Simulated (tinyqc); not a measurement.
Which input was changed? Model: Haynes-Shockley experiment: drift, diffusion and decay of a minority-carrier pulse. Computed by tinyqc, a small Python program. Command: `OMP_NUM_THREADS=1 python tinyqc.py 3112842 3112843 out.jsonl haynes which`. One thread of a shared host (Intel(R) Xeon(R) Processor @ 2.30GHz), about 0.06 s of CPU time with the checks.

A thin sheet of excess carriers is made at x = 0, t = 0 in a long uniform bar; injection is low, so the pulse moves with the minority mobility.

Inputs (values chosen for the exercise, modelled on holes in n-type silicon in a lightly doped bar):

| quantity | value | unit |
|---|---|---|
| minority mobility mu | 397 | cm^2/(V s) |
| lifetime tau | 70 | microsecond |
| temperature T | 300 | K |
| field F | 5 | V/cm |
| distance d to the collector | 0.19 | cm |
| injected sheet density N0 | 1.1e+10 | 1/cm^2 |

Constants: k_B = 8.617333262e-05 eV/K.

Method:
- D = mu k_B T/e, v = mu F.
- Transit time d/v, diffusion length sqrt(D tau), drift length v tau, Peclet number v d/D = e F d/(k_B T).
- dn(x, t) = N0/sqrt(4 pi D t) exp(-(x - v t)^2/(4 D t) - t/tau).
- At fixed x the signal peaks where d ln(dn)/dt = 0: a t^2 + t/2 - x^2/(4 D) = 0 with a = v^2/(4 D) + 1/tau.
- The full width at half maximum is found by solving dn(x, t) = peak/2 on both sides of the peak.
- With w the full width at half maximum: mu = d/(F t_p); D = (w d)^2/(16 ln2 t_p^3); Einstein ratio D/mu against k_B T/e.

Question. One of these inputs alone was changed, within the range given: minority mobility mu (198.5 to 794); temperature T (200 to 400); distance d to the collector (0.095 to 0.38); injected sheet density N0 (5.5e+09 to 2.2e+10). Which one, and to what value?

Results:

| run | peak density (1/cm^3) | apparent mobility (cm^2/(V s)) | time of the peak t_p (microsecond) |
|---|---|---|---|
| before | 2.755551e+10 | 436.4612 | 87.06387 |
| after | 3.231050e+10 | 496.1838 | 76.58453 |

Answer.

Each candidate set to reproduce peak density, and what it then gives:

| candidate | range searched | value needed | apparent mobility (cm^2/(V s)) | time of the peak t_p (microsecond) |
|---|---|---|---|---|
| minority mobility mu (cm^2/(V s)) | 198.5 to 794 | 455.0 | 496.18 | 76.585 |
| temperature T (K) | 200 to 400 | 207.1 | 424.42 | 89.533 |
| distance d to the collector (cm) | 0.095 to 0.38 | 0.1736 | 437.51 | 79.381 |
| injected sheet density N0 (1/cm^2) | 5.5e+09 to 2.2e+10 | 1.290e10 | 436.46 | 87.064 |

Only minority mobility mu fits every result: it went from 397 to 455 cm^2/(V s). The next best candidate, distance d to the collector, misses one result by 12 %.
